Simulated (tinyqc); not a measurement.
What moves the results: band offset of a heterojunction with an interface dipole (two-band chains, self-consistent charge). A value that a table varies takes the place of the one given here.

Sites alternate A, C. Left: A at -G1/2, C at +G1/2, hopping -t1; right: A at D - G2/2, C at D + G2/2, hopping -t2; the bonds across the two interfaces of a ring (C left to A right, C right to A left) have -sqrt(t1 t2). D is the offset of the mid-gaps, so Ev(right) - Ev(left) = D - (G2 - G1)/2 and Ec(right) - Ec(left) = D + (G2 - G1)/2. The closing bond has its sign reversed (antiperiodic ring). Half the levels are filled with two electrons each. The charge moved is q = (electrons on the left) less one a site; the mean over the two interfaces, q/2, is taken as the charge that crosses each, and its dipole opposes the offset: D = D0 - u q/2.

From here on the ring has 24 cells a side.

Parameters, chosen for this exercise (gaps near those of SiC and SiO2; the chains and D0 are free models, so the offsets are not those of the real pair; shifted at random, so the results belong to these values and not to a real crystal): G1 = 3.24 eV (gap on the left); G2 = 8.71 eV (gap on the right); t1 = 2.19 eV (hopping on the left); t2 = 2.06 eV (hopping on the right); u = 6.2 eV (potential step per electron moved across); D0 = -0.76 eV (mid-gap of the right side above that of the left, without dipole).

## Where the moved charge sits

D = -0.64161 eV

Electrons in cell k from an interface at the self-consistent D, less those at D = 0. Interface 1 joins C left to A right, interface 2 C right to A left. The decay lengths 1/(2 kappa a) are those of mid-gap states, cosh(kappa a) = 1 + G^2/(8 t^2).

Change of the electron count:

| k | left of 1 | right of 1 | left of 2 | right of 2 |
|---|---|---|---|---|
| 1 | -0.01448 | 0.01672 | -0.01798 | 0.02071 |
| 2 | -0.00208 | 0.00032 | -0.00257 | 0.00042 |
| 3 | -0.00039 | 0.00001 | -0.00048 | 0.00001 |
| 4 | -0.00008 | 0.00000 | -0.00010 | 0.00000 |
| 5 | -0.00002 | 0.00000 | -0.00002 | 0.00000 |
| 6 | 0.00000 | 0.00000 | 0.00000 | 0.00000 |

decay lengths (cells): left 0.691, right 0.271

How do the results move?

Over six cells interface 1 moves -0.0170 electrons to the left side and +0.0170 to the right, interface 2 -0.0211 and +0.0211: each change is a dipole, and the two differ because the bonds join different sites. The first cells hold 92 % of it at interface 1. The tail is longer on the left, where the gap is smaller against the hopping: from k = 2 to 4 it falls by a factor 26.4, and pure mid-gap decay would give 18.1; the exponential carries a prefactor that falls as a power of the distance, so the first cells drop faster.

## Screening of the starting offset

chi = 0.058933 1/eV

D0 is varied; the self-consistent D is found by bisection. chi = dq/dD at D = 0; the linear rule is D = S D0 with S = 1/(1 + u chi/2). The gap of the junction closes (type III) at |D| = (G1 + G2)/2.

Against D0:

| 2 D0/(G1 + G2) | D0 (eV) | q at D0 | D (eV) | D/D0 | linear (eV) |
|---|---|---|---|---|---|
| -0.85 | -5.079 | -0.5512 | -4.0022 | 0.7880 | -4.2942 |
| -0.55 | -3.286 | -0.2517 | -2.6981 | 0.8210 | -2.7786 |
| -0.30 | -1.792 | -0.1142 | -1.5026 | 0.8383 | -1.5156 |
| -0.15 | -0.896 | -0.0539 | -0.7562 | 0.8437 | -0.7578 |
| 0.10 | 0.598 | 0.0355 | 0.5047 | 0.8447 | 0.5052 |
| 0.25 | 1.494 | 0.0929 | 1.2555 | 0.8405 | 1.2630 |
| 0.50 | 2.987 | 0.2186 | 2.4655 | 0.8253 | 2.5260 |
| 0.80 | 4.780 | 0.4858 | 3.7968 | 0.7943 | 4.0416 |
| 0.95 | 5.676 | 0.7080 | 4.3976 | 0.7747 | 4.7994 |

How do the results move?

D/D0 lies between 0.775 and 0.845, against S = 0.846 from chi at D = 0; the linear rule misses by at most 402 meV. q is odd in D. Less than half of the starting offset is screened, so the natural line-up still counts most.

## Wider gaps screen less

G2 is varied. chi = (q(+0.01) - q(-0.01))/0.02 at D = 0, S = 1/(1 + u chi/2).

Against G2:

| G2 (eV) | chi (1/eV) | S |
|---|---|---|
| 0.7 | 0.27296 | 0.5417 |
| 1.1 | 0.24328 | 0.5701 |
| 1.5 | 0.21975 | 0.5948 |
| 2.3 | 0.18339 | 0.6376 |
| 3.4 | 0.14686 | 0.6872 |
| 5.5 | 0.10010 | 0.7632 |
| 7.0 | 0.07760 | 0.8061 |
| 9.0 | 0.05633 | 0.8513 |

What does this show?

chi falls from 0.2730 to 0.0563 1/eV, a factor 4.8, and S rises from 0.542 to 0.851: charge crosses through the tails of states that tunnel into the other gap, and these shorten as the gap widens. u is kept fixed, though a wider gap also screens less and would raise it.

## What each parameter does

Self-consistent D by bisection, q there, and the two offsets. Each row changes one parameter from the base and keeps the others.

Results:

| case | D (eV) | q | valence offset (eV) | conduction offset (eV) |
|---|---|---|---|---|
| base | -0.6416 | -0.0382 | -3.3766 | 2.0934 |
| G1 = 3.726 eV | -0.6476 | -0.0363 | -3.1396 | 1.8444 |
| G2 = 10.017 eV | -0.6603 | -0.0322 | -4.0488 | 2.7282 |
| t1 = 2.518 eV | -0.6375 | -0.0395 | -3.3725 | 2.0975 |
| t2 = 2.369 eV | -0.6357 | -0.0401 | -3.3707 | 2.0993 |
| D0 = -0.874 eV | -0.7375 | -0.0440 | -3.4725 | 1.9975 |
| u = 7.13 eV | -0.6270 | -0.0373 | -3.3620 | 2.1080 |

What can be read from the table?

The largest shifts from the base row, up to three for each result and ties (the steps differ in size, so this ranks the rows, not the parameters). D (eV): D0 -0.0959, G2 -0.0187, u +0.0146. q: G2 +0.0060, D0 -0.0058, G1 +0.0019, t2 -0.0019. valence offset (eV): G2 -0.6722, G1 +0.2370, D0 -0.0959. conduction offset (eV): G2 +0.6348, G1 -0.2490, D0 -0.0959.

(tinyqc, `OMP_NUM_THREADS=1 python tinyqc.py 1452829 1452830 out.jsonl`, Intel(R) Xeon(R) Processor @ 2.30GHz, 1 thread, shared host, about 0.4 s.)
